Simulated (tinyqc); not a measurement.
The product rho l across metals: free and nearly free electrons in a metal.

Constants: hbar^2/2m0 = 3.80998211 eV angstrom^2; hbar = 6.58211957e-16 eV s.

Free electrons with m = 1; fcc cells hold 4 atoms and bcc cells 2; n = atoms z/a^3, kF = (3 pi^2 n)^(1/3), rho l = hbar kF/(n e^2), e = 1.602176634e-19 C. Inputs are chosen for the exercise.

Results:

| case | lattice | a (angstrom) | z | rho (micro-ohm cm) | kF (1/angstrom) | EF (eV) | l (nm) | rho l (1e-16 ohm m^2) |
|---|---|---|---|---|---|---|---|---|
| near Ca | fcc | 5.622 | 2 | 3.43 | 1.101 | 4.61 | 29.3 | 10.04 |
| near Li | bcc | 3.493 | 1 | 8.59 | 1.116 | 4.74 | 11.4 | 9.77 |
| near Au | fcc | 4.068 | 1 | 2.42 | 1.207 | 5.55 | 34.5 | 8.35 |
| near Ag | fcc | 4.113 | 1 | 1.56 | 1.194 | 5.43 | 54.7 | 8.53 |
| near Na | bcc | 4.259 | 1 | 5.04 | 0.915 | 3.19 | 28.8 | 14.52 |
| near Al | fcc | 4.029 | 3 | 2.42 | 1.758 | 11.77 | 16.3 | 3.94 |

What does the comparison show?

rho l falls as n^(-2/3): it is lowest for the case near Al and highest for near Na. The lowest bulk rho belongs to near Ag; in very narrow wires, where rho l rules, the order changes. Real Fermi surfaces depart from spheres, most for the polyvalent and noble metals.

tinyqc: `OMP_NUM_THREADS=1 python tinyqc.py 1680888 1680889 out.jsonl`; about 0.01 s, one thread, shared Intel(R) Xeon(R) Processor @ 2.30GHz.
